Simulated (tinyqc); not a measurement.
Comparisons within one model: BHZ model on a square lattice (one spin block). A value that a table varies takes the place of the one given here.

h(k) = e0 + d.s with s the Pauli matrices in the basis (E, H), k in units of 1/a: dx = (A/a) sin kx, dy = (A/a) sin ky, dz = M - (2B/a^2)(2 - cos kx - cos ky), e0 = -(2D/a^2)(2 - cos kx - cos ky). The other spin block is h*(-k). For small k this is the continuum model with dz = M - B k^2.

Ribbon along x with N rows: cos ky and sin ky become hoppings between rows, block (A/a) sy/(2i) + (B/a^2) sz + D/a^2 from row n to n + 1, and the rows end at hard walls; width (N + 1) a.

Inputs chosen for the exercise (of the size used for HgTe wells; not measured data): A = 3.83 eV angstrom; B = -74.1 eV angstrom^2; D = -56.2 eV angstrom^2; M = -0.0063 eV (mass term); a = 50 angstrom (grid spacing); k = (0.34, 0.52) 1/a (wave vector).

## Gap of the edge states against width

penetration = 919.99 angstrom
E at kx = 0 = 4.7781 meV

The two middle levels of the ribbon at kx = 0. The continuum edge state has E = -D M/B and penetration 1/Re(l1), l1 = F - sqrt(F^2 - M/B), F = |A|/(2 sqrt(B^2 - D^2)).

Edge levels:
```
N,width (nm),lower (meV),upper (meV),gap (meV)
6,35.0,-1.170,25.393,26.5628
10,55.0,1.158,15.808,14.6499
14,75.0,2.299,11.601,9.3017
20,105.0,3.214,8.544,5.3305
28,145.0,3.841,6.701,2.8605
40,205.0,4.299,5.579,1.2796
56,285.0,4.570,5.062,0.4916
```

The two edges of one spin block overlap and open a gap, 26.56 meV at 35 nm and 0.4916 meV at 285 nm, against a bulk gap 2|M| = 12.6 meV at Gamma and a penetration of 92.0 nm. Rows with a gap above 2|M| are narrower than the edge states and hold confined bulk levels. Between the last two widths the gap falls as exp(-W/83.6 nm). The mean of the pair in the widest ribbon is 4.816 meV, against 4.778 for the continuum edge.

## Through the transition

M is varied. Direct gap at Gamma 2|M|; smallest direct gap on kx = 0 to 1 in steps of 0.01; nu = 1 for M/B > 0, else 0; middle gap of a ribbon of 40 rows at kx = 0 (block (A/a) sy/(2i) + (B/a^2) sz + D/a^2 between rows, hard walls).

Against M (meV):
```
M,2|M|,smallest direct gap,nu,ribbon gap
-40,80.0,80.00,1,0.000
-25,50.0,50.00,1,0.004
-15,30.0,30.00,1,0.107
-8,16.0,16.00,1,0.815
-3,6.0,6.00,1,2.960
3,6.0,6.00,0,10.114
8,16.0,16.00,0,18.729
15,30.0,30.00,0,31.914
30,60.0,60.00,0,61.255
```

With B < 0, negative M is inverted. There edge states cross the bulk gap: the ribbon gap is 0.004 against 50.0 meV at M = -25 meV, and 2.960 against 6.0 at -3 meV, while for positive M confinement raises it above 2|M| (31.91 against 30 meV at M = 15 meV). The smallest direct gap stays at Gamma on all rows.

## What each parameter does

Levels at k and dz there. Each row changes one parameter from the base and keeps the others.

Results:
```
case,lower (meV),upper (meV),dz (meV)
base,-37.586,54.620,4.929
A = 4.213 eV angstrom,-42.146,59.180,4.929
B = -81.51 eV angstrom^2,-37.720,54.753,6.052
D = -44.96 eV angstrom^2,-39.290,52.916,4.929
M = -0.0013 eV,-38.385,55.418,9.929
a = 52 angstrom,-36.390,52.138,4.082
```

The largest shifts from the base row, up to three for each result and ties (the steps differ in size, so this ranks the rows, not the parameters). lower (meV): A -4.560, D -1.703, a +1.196. upper (meV): A +4.560, a -2.481, D -1.703. dz (meV): M +5.000, B +1.123, a -0.847; unchanged at the printed digits by A and D. D shifts both levels alike and leaves the states, so it cannot change the topology while the gap stays open.

tinyqc: `OMP_NUM_THREADS=1 python tinyqc.py 1451087 1451088 out.jsonl`; about 0.08 s, one thread, shared Intel(R) Xeon(R) Processor @ 2.30GHz.
